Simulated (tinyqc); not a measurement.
Two-dimensional electron gas with Rashba and Dresselhaus coupling, step by step. Values are carried at full precision from step to step, so a last printed digit may differ when a step is redone from the rounded ones.

H = c k^2/m + al (ky sx - kx sy) + b1 (kx sx - ky sy) + gam kx ky (kx sy - ky sx), s the Pauli matrices, x = [100], c = hbar^2/2m0, b1 = gam (pi/L)^2 (hard walls). H = c k^2/m + B.s, so E = c k^2/m -/+ |B| and the lower state has its spin along -B.

Constants: hbar^2/2m0 = 3.80998211 eV angstrom^2; hbar = 6.58211957e-16 eV s.

Values chosen for the exercise (of the size met in GaAs; the results hold for these values, not for the real material):
- m = 0.0668 m0 (mass)
- al = 0.024 eV angstrom (Rashba constant)
- gam = 10.3 eV angstrom^3 (bulk Dresselhaus constant)
- L = 110 angstrom (width of the (001) well)
- n = 2.8 1e11/cm^2 (sheet density (one subband filled))
- phi = 0 degrees (angle of k from [100])

## Scales

b1; mean Fermi wave vector k0 = sqrt(2 pi n) (1e11/cm^2 = 1e-5/angstrom^2); E0 = c k0^2/m; b3 = gam k0^2/4; kR = al m/(2c) and ER = al kR/2, the shift and depth of a pure Rashba band.

b1 = 0.008401 eV angstrom
k0 = 0.01326 1/angstrom
E0 = 10.034 meV
b3 = 0.0004530 eV angstrom
kR = 0.0002104 1/angstrom
ER = 0.002525 meV

The ratio al/(b1 - b3) is 3.02; kR is 1.6 % of k0.

## Spin-orbit field at one point of the Fermi circle

k = k0 (cos phi, sin phi). Form B, the splitting 2|B| and the direction of the lower spin, atan2(-By, -Bx).

Bx, By (meV): [0.1114, -0.3183]

splitting = 0.6745 meV
direction of the lower spin = 109.3 degrees

## The matrix

H = [[E0, Bx - i By], [Bx + i By, E0]] in meV; diagonalise. Precession period h/(2|B|) = 2 pi hbar/(splitting).

H (meV), rows up, down and columns alike:
```
[[10.0342, 0.1114+0.3183i],
 [0.1114-0.3183i, 10.0342]]
```

levels (meV): [9.6970, 10.3715]

period = 6.13 ps

## The two wave vectors at the energy E0 along this direction

Solve c k^2/m -/+ |B(k)| = E0. The spin turns by (k_outer - k_inner) per length, so a half turn takes pi/(difference).

k (1/angstrom): outer 0.013489, inner 0.013043

difference = 0.0004458 1/angstrom
length of a half turn = 704.7 nm

For linear terms alone the difference is (m/c)|B|/k, whatever the energy: every electron along this direction turns alike, the basis of the spin transistor.

## Checks

- Difference of the Fermi wave vectors without Dresselhaus terms against al m/c: both 0.00042079.

Run: tinyqc, `OMP_NUM_THREADS=1 python tinyqc.py 1480044 1480045 out.jsonl`; Intel(R) Xeon(R) Processor @ 2.30GHz, one thread, shared host; about 0.01 s of CPU time with all checks.
